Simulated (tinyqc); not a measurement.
Sheet resistance and Hall data of a diffused or implanted layer: one step, computed by the program tinyqc. Command: `OMP_NUM_THREADS=1 python tinyqc.py 3029972 3029973 out.jsonl layer walk`. One thread of a shared host (Intel(R) Xeon(R) Processor @ 2.30GHz), about 0.01 s of CPU time with the checks.

Carriers are taken equal to the net active doping down to the junction (full ionisation, which deep dopants in wide-gap hosts do not reach; no spill-over, no depletion), and the Hall factor is 1.

Question. What the probes read. Collinear four-point probe on a large thin layer: V = I R_s ln(2)/pi. Van der Pauw on a symmetric sample: R = R_s ln(2)/pi as well. Hall voltage V_H = I B/(e x Hall sheet density); tangent of the Hall angle V_H/(I R_s).

Inputs (values chosen for the exercise, modelled on silicon in GaN): probe current I = 2 mA; magnetic field B = 0.5 T.

Profile: complementary error function. Activation: complete.

sheet resistance R_s = 9808.833 ohm

Hall sheet density = 2.232342e+12 1/cm^2

Constants: e = 1.602176634e-19 C.

Give: four-point voltage; Hall voltage; tangent of the Hall angle.

Answer.

four-point voltage = 4328 mV

Hall voltage = 279.6 mV

tangent of the Hall angle = 0.01425

Caution: the four-point voltage exceeds 1 V, where heating and junction leakage disturb the reading; a real measurement would use a smaller current.
